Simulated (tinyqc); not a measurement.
Resistance of a source-drain extension with a graded tip: one step of the calculation.

y runs along the channel, the gate covers y > 0. The doping is N0 for y < y0 and N0 10^(-(y - y0)/la) beyond, uniform over the depth xj. Sheet conductance s(y) = q mu(N) max(N - Nch, 0) xj + (for y > 0) ma Cox Vo, with mu(N) = u0 + (u1 - u0)/(1 + (N/Nr)^au) and Cox = eps0 eox/tox. Current is taken as one-dimensional; depletion of the tip, spreading and the contact are left out. The metallurgical junction lies at yj, where N = Nch.

Question. Sheet resistances and junction position. yj = y0 + la log10(N0/Nch); sheet resistance of the full extension 1/[q mu(N0)(N0 - Nch) xj] and of the gate-induced layer 1/(ma Cox Vo); metallurgical length Lg - 2 yj; ye is where the doped and the gate-induced conductances are equal.

Inputs (values chosen for the exercise); mobility law close to that of holes in silicon: relative permittivity of the gate insulator (close to silicon dioxide) eox = 3.9; insulator thickness tox = 1.1 nm; active doping of the extension far from the gate N0 = 5.8e19 cm^-3; lateral abruptness la = 5.8 nm/decade; position under the gate where the fall begins (gate edge at 0) y0 = 1.4 nm; depth of the extension xj = 7 nm; channel doping Nch = 5.9e17 cm^-3; gate overdrive Vo = 0.4 V; mobility of the gate-induced layer ma = 92 cm^2/(V s); mobility at low doping u1 = 470.5 cm^2/(V s); mobility at high doping u0 = 44.9 cm^2/(V s); reference doping Nr = 2.23e17 cm^-3; exponent au = 0.719; gate length Lg = 50 nm.

Constants: q = 1.602176634e-19 C, eps0 = 8.8541878128e-14 F/cm where lengths are in cm. Results are converted to the units shown.

Find: yj; sheet resistance of the extension; sheet resistance of the induced layer; metallurgical length; ye; N at ye.

Answer.

yj = 12.96 nm
sheet resistance of the extension = 2955 ohm/square
sheet resistance of the induced layer = 8656 ohm/square
metallurgical length = 24.09 nm
ye = 4.501 nm
N at ye = 1.694e19 cm^-3

The gate takes over 8.46 nm before the junction, where N is still 28.7 times the channel doping.

tinyqc, about 0.03 s, one thread, Intel Xeon 2.30GHz (shared host): `OMP_NUM_THREADS=1 python tinyqc.py 2282007 2282008 out.jsonl`
